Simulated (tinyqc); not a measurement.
Random telegraph noise from one oxide trap in a small MOSFET: two steps of the calculation.

An acceptor-like trap exchanges electrons with the channel. Inversion charge Q = Cox u, u = n Vt W0(exp((Vg - VT)/(n Vt))), W0 the Lambert function, n = nf, Cox = eps0 eox/tox; linear regime Id = (W/L) mu Q Vd. Relative to threshold the surface potential rises by Vt ln(u/u0) and the oxide voltage by the rest of Vg - VT, with u0 = n Vt W0(1).

Values chosen for this exercise; values of the order met in silicon transistors: temperature T = 350 K; relative permittivity of the gate insulator (close to silicon dioxide) eox = 3.9; insulator thickness tox = 5 nm; depth of the trap from the channel interface xt = 1.5 nm; trap level above the channel Fermi level at threshold E0 = 0.04 eV; capture prefactor s0 = 1e-16 cm^2; capture barrier (lattice relaxation) EB = 0.49 eV; tunnelling decay length lt = 0.13 nm; thermal velocity vth = 1.8e7 cm/s; thickness of the inversion layer zi = 2 nm; threshold voltage VT = 0.43 V; body factor nf = 1.12; gate voltage Vg = 0.5 V.

Constants: q = 1.602176634e-19 C, kB = 1.380649e-23 J/K, Vt = kB T/q, eps0 = 8.8541878128e-14 F/cm where lengths are in cm. Results are converted to the units shown.

Question 1. Trap level, time constants and occupancy. N = Cox u/q; dpsi = Vt ln(u/u0); E = E0 - dpsi - (xt/tox)(Vg - VT - dpsi); capture time tc = 1/[(N/zi) vth s0 exp(-xt/lt - EB/Vt)]; emission time te = tc exp(-E/Vt); occupancy te/(tc + te).

Find: u; N; dpsi; E; tc; te; occupancy.

Answer 1.

u = 0.054094 V
N = 2.3318e11 cm^-2
dpsi = 0.031307 V
E = -0.0029148 eV
tc = 555.72 s
te = 612.10 s
occupancy = 0.52414

The trap lies 0.097 Vt below the Fermi level, so it is filled most of the time.

Question 2. Lorentzian spectrum. Spectrum S(f) = 4 dI^2/{(tc + te)[(1/tc + 1/te)^2 + (2 pi f)^2]}; corner fc = (1/tc + 1/te)/(2 pi); variance dI^2 tc te/(tc + te)^2. Give S at f = 0, at fc and at 10 fc.

tc = 555.71557 s
te = 612.10301 s
dI = 28.996639 nA

Wanted: fc; S(0); S(fc); S(10 fc); rms current.

Answer 2.

fc = 5.464e-4 Hz
S(0) = 2.443e-13 A^2/Hz
S(fc) = 1.222e-13 A^2/Hz
S(10 fc) = 2.419e-15 A^2/Hz
rms current = 14.48 nA

The rms value is 0.499 of the step; it reaches its largest share, 1/2, when tc = te.

Range of the model: VT is taken as given; short-channel effects and the uneven flow of current among few electrons are left out.

Program tinyqc, `OMP_NUM_THREADS=1 python tinyqc.py 2710081 2710082 out.jsonl`; Intel Xeon 2.30GHz, shared host, one thread, about 0.01 s.
